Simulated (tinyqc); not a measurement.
Channel length: inversion-layer mobility, back-scattering and ballistic limit of a field-effect transistor. Computed by tinyqc, a small Python program. Command: `OMP_NUM_THREADS=1 python tinyqc.py 3024106 3024107 out.jsonl mos walk`. One thread of a shared host (Intel(R) Xeon(R) Processor @ 2.30GHz), about 0.01 s of CPU time with the checks.

The charge at the top of the source barrier is fixed by the gate; series resistance and short-channel effects are left out. F_j are Fermi integrals normalised to exp(eta) in the classical limit.

Inputs (values chosen for the exercise, modelled on a silicon n-channel): transport mass m = 0.18 m_0; valley degeneracy g_v = 2; weight w of the inversion charge = 0.5; permittivity eps = 11.7; phonon mobility at 1 MV/cm and 300 K, mu_ph = 320 cm^2/(V s); roughness mobility at 1 MV/cm, mu_sr = 1500 cm^2/(V s); Coulomb mobility at N_inv = 1e12/cm^2, mu_C = 690 cm^2/(V s); electrical oxide thickness t_inv = 3.3 nm; depletion charge N_dep = 1.3e+12 1/cm^2; gate overdrive V_G - V_T = 0.97 V; drain voltage V_D = 1.1 V; exponent a of the critical length = 0.78; temperature T = 300 K.

Statistics at the top of the barrier: Fermi-Dirac.

Constants: eps_0 = 8.8541878128e-12 F/m; e = 1.602176634e-19 C; m_0 = 9.1093837015e-31 kg; k_B = 1.380649e-23 J/K; hbar = 1.054571817e-34 J s; k_B = 8.617333262e-05 eV/K.

Method:
- N_inv = 3.9 eps_0 (V_G - V_T)/(e t_inv); effective field E_eff = e (N_dep + w N_inv)/(eps eps_0).
- mu_phonon = mu_ph (E_eff/1 MV/cm)^(-0.3) (T/300 K)^(-1.75); mu_rough = mu_sr (E_eff/1 MV/cm)^(-2); mu_Coulomb = mu_C (N_inv/1e12 cm^-2) (T/300 K); Matthiessen's rule adds 1/mu.
- F_j(eta) = (1/Gamma(j + 1)) int_0^infinity x^j/(1 + exp(x - eta)) dx, F_0 = ln(1 + exp(eta)). Integrals over x = E/(k_B T) use 160 Gauss-Legendre points in u = sqrt(x) from 0 to sqrt(max(eta, 0) + 32).
- Ballistic channel: N_2D = g_v m k_B T/(pi hbar^2), U = e V_D/(k_B T); eta_F solves N_inv = (N_2D/2)[F_0(eta_F) + F_0(eta_F - U)]; v_T = sqrt(2 k_B T/(pi m)); I/W = e (N_2D/2) v_T [F_1/2(eta_F) - F_1/2(eta_F - U)]; injection velocity v_T F_1/2(eta_F)/F_0(eta_F).
- Mean free path lambda = (2 k_B T/e)(mu/v_T) F_0(eta_0)/F_-1/2(eta_0), with eta_0 from N_inv = N_2D F_0(eta_0); critical length l = L (1 + U)^(-a), an empirical rule; back-scattering r = l/(l + lambda). Then eta solves N_inv = (N_2D/2)[(1 + r) F_0(eta) + (1 - r) F_0(eta - U)] and I/W = e (N_2D/2) v_T (1 - r)[F_1/2(eta) - F_1/2(eta - U)].
- The last column is the long-channel law e N_inv mu V/L with V = V_D - V_D^2/(2 V_ov) below pinch-off and V_ov/2 above, V_ov = V_G - V_T.

inversion density N_inv = 6.33521e+12 1/cm^2

effective mobility mu = 299.043 cm^2/(V s)

ballistic current I/W = 1936.71 microampere/micrometre

Currents (microampere/micrometre):
```
L (nm)        r     I/W  ballistic ratio  long-channel law
5       0.01579  1866.7          0.96387             29443
10      0.03109  1801.5          0.93020             14721
20      0.06030  1683.7          0.86935              7361
40      0.11374  1488.2          0.76843              3680
80      0.20425  1206.6          0.62301              1840
160     0.33921   873.8          0.45118               920
400     0.56205   476.8          0.24619               368
1000    0.76238   222.8          0.11505               147
```

What does the comparison show, and why?

The current scales as L^-0.83 at the long end and as L^-0.05 at the short end, where it reaches 96 % of the ballistic 1940. The long-channel law passes the ballistic limit between 40.0 and 80.0 nm and has no meaning below. At 1000 nm the model gives 1.51 times the long-channel law; the rule for l is a fit for short devices and fails wherever the model exceeds that law. Raising mu by 10 % at 20 nm raises I by 1.2 %.

Extremes, crossings and ranges named in words are read from the listed rows.
